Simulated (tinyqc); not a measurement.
Born-von Karman spring model of a cubic crystal with one atom per cell: one step, computed by the program tinyqc. Command: `OMP_NUM_THREADS=1 python tinyqc.py 3030416 3030417 out.jsonl springs walk`. One thread of a shared host (Intel(R) Xeon(R) Processor @ 2.30GHz), about 0.2 s of CPU time with the checks.

First neighbours lie at a/2 (1,1,0) (12 of them), second at a (1,0,0) (6), with all permutations and signs; the volume per atom is Omega = a^3/4.

Task: Frequencies and polarisations. Diagonalise D. An eigenvalue lambda of D in eV/(angstrom^2 u) gives nu = 15.6333042 THz x sqrt(lambda). Eigenvectors are columns, with the largest component positive; the longitudinal weight is (e.q)^2/q^2.

Inputs (values chosen for the exercise, for a model crystal).

Lattice: fcc.

wave vector q (2 pi/a): 0.28  0.12  0.38

D(q) (eV/(angstrom^2 u)):
```
            x           y           z
x  0.03661738  0.00869844  0.02196976
y  0.00869844  0.03251516  0.01049639
z  0.02196976  0.01049639  0.04476984
```

Constants: nu for 1 eV/(angstrom^2 u) = 15.6333042 THz.

Give: eigenvalues; frequencies; polarisation vectors; longitudinal weights.

Result:

eigenvalues (eV/(angstrom^2 u)): 0.018349  0.027313  0.068240

frequencies (THz): 2.1177  2.5837  4.0839

polarisation vectors:
```
     mode 1    mode 2   mode 3
x   0.76846  -0.22977  0.59723
y   0.00227   0.93429  0.35651
z  -0.63990  -0.27261  0.71848
```

longitudinal weights: 0.00324  0.01313  0.98363

Mode 3 is the most longitudinal, with weight 0.98.
